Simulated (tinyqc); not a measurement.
# Double-gate transistor below threshold, two-dimensional Poisson equation on a small mesh: effects of single changes

Half of a symmetric double-gate structure: row 0 is the mid-plane of the body, where the normal field vanishes. Mobile charge is neglected (subthreshold), the body is fully depleted, and potentials are counted from the intrinsic level; rows run upward to the gate, columns from source to drain.

Parameters, values chosen for the exercise; semiconductor permittivity made up:

| symbol | value | unit | meaning |
|---|---|---|---|
| T | 300 | K | temperature |
| eps_r | 17.5 |  | relative permittivity of the semiconductor |
| eox | 9 |  | relative permittivity of the insulator |
| tb | 4 | nm | half the body thickness |
| tox | 3.4 | nm | insulator thickness |
| L | 26 | nm | channel length |
| Na | 4.6e17 | cm^-3 | acceptor density of the depleted body |
| Vbi | 0.57 | V | potential of the source |
| Vfb | 0.12 | V | gate offset |
| Vg | -0.1 | V | gate voltage |
| Vd | 0.5 | V | drain voltage |

Constants: q = 1.602176634e-19 C, kB = 1.380649e-23 J/K, Vt = kB T/q, eps0 = 8.8541878128e-14 F/cm where lengths are in cm. Results are converted to the units shown.

Each table varies one quantity; the others keep the values above.

## Effect of the acceptor density of the depleted body

Mesh: rows i = 0..12 in the semiconductor (step hs = tb/12, row 12 on the interface), then 8 step(s) ho = tox/8 up to the gate row 20; columns j = 0..80 (step hy = L/80). Box integration, divided by eps0: up_i = eps hy/h of the interval above row i, dn_i = that of the interval below (0 for row 0), lat_i = (sum of eps h/2 over the intervals above and below)/hy, s_i = -q Na w_i hy/eps0 with w_i the semiconductor height of the box (hs/2 for row 0 and the interface row, hs between, 0 in the insulator). Each free node obeys (up + dn + 2 lat) psi = up psi(above) + dn psi(below) + lat [psi(left) + psi(right)] + s. Fixed values: gate row Vg - Vfb; column 0 at Vbi and the last column at Vbi + Vd in the semiconductor, each running linearly to Vg - Vfb across the insulator. The system is solved directly. On row 0 the minimum of psi and its place come from a parabola through the three lowest nodes; barrier = Vbi - minimum, swing = Vt ln 10/(d psi/dVg), DIBL = (d psi/dVd)/(d psi/dVg) there. Lambda = pi/k with k the smallest positive root of tan(k tox) tan(k tb) = eox/eps_r.

Effect of the acceptor density of the depleted body:
```
Na (cm^-3)  L/Lambda  barrier (V)  place y/L  swing (mV/decade)  DIBL (mV/V)
0              1.394       0.5463     0.4424              79.32        124.2
5e17           1.394       0.5600     0.4433              79.29        124.7
1e18           1.394       0.5738     0.4442              79.27        125.1
2e18           1.394       0.6014     0.4459              79.22        126.0
3e18           1.394       0.6289     0.4475              79.18        126.9
5e18           1.394       0.6841     0.4504              79.11        128.5
```

As Na goes from 0 to 5e18 cm^-3, the barrier rises from 0.546 to 0.684 V, the swing stays near 79.2 mV a decade and DIBL rises from 124 to 128 mV/V; the ideal swing is 59.5. The barrier top moves from y/L = 0.442 to 0.450.

## Effect of the insulator thickness

Same model as above.

Effect of the insulator thickness:
```
tox (nm)  L/Lambda  barrier (V)  place y/L  swing (mV/decade)  DIBL (mV/V)
1.4          2.006       0.6976     0.4612              66.33        43.43
1.9          1.793       0.6625     0.4565              69.20        61.62
2.6          1.575       0.6133     0.4502              73.66        89.68
3.6          1.356       0.5458     0.4415              80.78        133.8
4.9          1.160       0.4665     0.4301              91.20        196.3
6.8         0.9672       0.3689     0.4129              108.6        294.9
```

What does the comparison show?

As tox goes from 1.4 to 6.8 nm, the barrier falls from 0.698 to 0.369 V, the swing rises from 66.3 to 109 mV a decade and DIBL rises from 43.4 to 295 mV/V; the ideal swing is 59.5. L/Lambda goes from 2.0 to 0.97.

## Effect of half the body thickness

Same model as above.

Result of one run:
```
tb (nm)  L/Lambda  barrier (V)  place y/L  swing (mV/decade)  DIBL (mV/V)
4.9         1.249       0.4977     0.4358              86.90        171.0
```

What becomes of these results when the half the body thickness tb is changed from 4.9 to 1.6 nm, all else the same?

Result of the changed run:
```
tb (nm)  L/Lambda  barrier (V)  place y/L  swing (mV/decade)  DIBL (mV/V)
1.6         2.118       0.7204     0.4632              64.45        31.40
```

The whole series:
```
tb (nm)  L/Lambda  barrier (V)  place y/L  swing (mV/decade)  DIBL (mV/V)
1.6         2.118       0.7204     0.4632              64.45        31.40
2.1         1.895       0.6891     0.4588              66.88        46.89
2.8         1.664       0.6421     0.4530              70.89        72.24
3.7         1.451       0.5797     0.4457              77.01        110.5
4.9         1.249       0.4977     0.4358              86.90        171.0
6.4         1.072       0.4021     0.4225              102.3        261.7
```

As tb goes from 1.6 to 6.4 nm, the barrier falls from 0.720 to 0.402 V, the swing rises from 64.4 to 102 mV a decade and DIBL rises from 31.4 to 262 mV/V; the ideal swing is 59.5. L/Lambda goes from 2.1 to 1.1. For tb = 1.6 to 2.1 nm the body is under 5 nm thick, where quantum confinement matters.

tinyqc, about 0.1 s, one thread, Intel Xeon 2.30GHz (shared host): `OMP_NUM_THREADS=1 python tinyqc.py 2480091 2480092 out.jsonl`
